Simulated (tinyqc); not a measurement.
What moves the results: temperature and isotope dependence of a band gap in oscillator models. A value that a table varies takes the place of the one given here.

E(T) = E0 - sum_i sl_i th_i n_i(T), n = 1/(exp(th/T) - 1). The same coupling lowers the gap at 0 K by the zero-point term ZP = sum_i sl_i th_i/2, so the gap of the static lattice is E0 + ZP. Thermal expansion is taken as part of the slopes.

Two-parameter forms are made to pass through the falls at the two temperatures T12: Varshni aV T^2/(T + bV), from the line T^2/fall = (T + bV)/aV; one oscillator s1 t1/(exp(t1/T) - 1), with t1 from the ratio of the falls.

Constants: kB = 8.617333262e-05 eV/K; hbar^2/2m0 = 3.80998211 eV angstrom^2.

Parameters, chosen for this exercise (near those of GaN; the results hold for these values, not for the real material):

| symbol | value | unit | meaning |
|---|---|---|---|
| E0 | 3.475 | eV | gap at 0 K |
| th | (202, 840) | K | temperatures of two oscillators |
| sl | (0.1866, 0.4354) | meV/K | their high-temperature slopes |
| T12 | (360, 820) | K | temperatures of the fits |
| mm | 0.54 | m0 | geometric mean of the density-of-states masses |
| T | 77 | K | temperature |

## How far the fits carry

Falls of the gap from E0, and errors of the two fits against the model.

Results:

| T (K) | fall (meV) | Varshni - model (meV) | one oscillator - model (meV) | fall/ZP |
|---|---|---|---|---|
| 20 | 0.00 | 0.38 | 0.00 | 0.000 |
| 50 | 0.68 | 1.61 | -0.67 | 0.003 |
| 100 | 5.85 | 2.84 | -4.58 | 0.029 |
| 200 | 27.16 | 4.42 | -5.41 | 0.135 |
| 300 | 62.91 | 2.24 | -1.74 | 0.312 |
| 400 | 108.41 | -1.48 | 0.84 | 0.537 |
| 600 | 213.88 | -5.32 | 2.05 | 1.060 |
| 800 | 328.11 | -0.89 | 0.27 | 1.627 |

Below the first fit point the largest errors are +4.42 meV (Varshni, 200 K, on a fall of 27.16 meV) and -5.41 meV (one oscillator, 200 K); a T^2 law cannot freeze out; a single oscillator misses the soft modes. No row lies well beyond the second fit point, so the table does not test extrapolation to high T. The thermal fall equals ZP between 400 and 600 K.

## What the shift does to the intrinsic density

ni = 2 (mm kT/(4 pi c))^(3/2) exp(-E/2kT), c = hbar^2/2m0, with E(T) and with E0; 1 angstrom^-3 = 1e24 cm^-3. Apparent gap from an Arrhenius plot of ni/T^(3/2): E(T) - T dE/dT, dE/dT = -sum sl_i (th_i/T)^2 n_i (1 + n_i).

Results:

| T (K) | E(T) (eV) | ni (cm^-3) | ni with E(T) / ni with E0 | apparent gap (eV) |
|---|---|---|---|---|
| 200 | 3.4478 | 1.96e-25 | 2.199 | 3.5059 |
| 250 | 3.4315 | 1.95e-16 | 2.743 | 3.5215 |
| 300 | 3.4121 | 2.18e-10 | 3.376 | 3.5366 |
| 350 | 3.3902 | 4.90e-06 | 4.076 | 3.5501 |
| 400 | 3.3666 | 0.00948 | 4.819 | 3.5618 |
| 500 | 3.3155 | 418 | 6.365 | 3.5805 |
| 700 | 3.2047 | 1.03e+08 | 9.399 | 3.6051 |

Using E0 in place of E(T) understates ni by a factor that rises from 2.20 to 9.40, towards exp(sum sl/2kB) = 36.9. The slope of an Arrhenius plot returns neither E(T) nor E0 but the intercept of the tangent, 3.5366 eV at 300 K, which lies 62 meV above E0 and tends to the static gap 3.6767 eV.

## What each parameter does

Gap at T, slope -sum sl_i (th_i/T)^2 n_i (1 + n_i) and ZP. Each row changes one parameter from the base and keeps the others.

Results:

| case | E(T) (eV) | dE/dT (meV/K) | ZP (meV) |
|---|---|---|---|
| base | 3.4720 | -0.1093 | 201.71 |
| T = 117 K | 3.4666 | -0.1635 | 201.71 |
| E0 = 3.485 eV | 3.4820 | -0.1093 | 201.71 |
| th = (202, 1008) K | 3.4721 | -0.1085 | 238.29 |
| sl = (0.2426, 0.4354) meV/K | 3.4712 | -0.1418 | 207.37 |

The largest shifts from the base row, up to three for each result and ties (the steps differ in size, so this ranks the rows, not the parameters). E(T) (eV): E0 +0.0100, T -0.0055, sl -0.0009. dE/dT (meV/K): T -0.0543, sl -0.0325, th +0.0008; unchanged at the printed digits by E0. ZP (meV): th +36.57, sl +5.66; unchanged at the printed digits by T and E0.

Program tinyqc; command `OMP_NUM_THREADS=1 python tinyqc.py 1880920 1880921 out.jsonl`; about 0.01 s on one thread of a shared Intel(R) Xeon(R) Processor @ 2.30GHz.
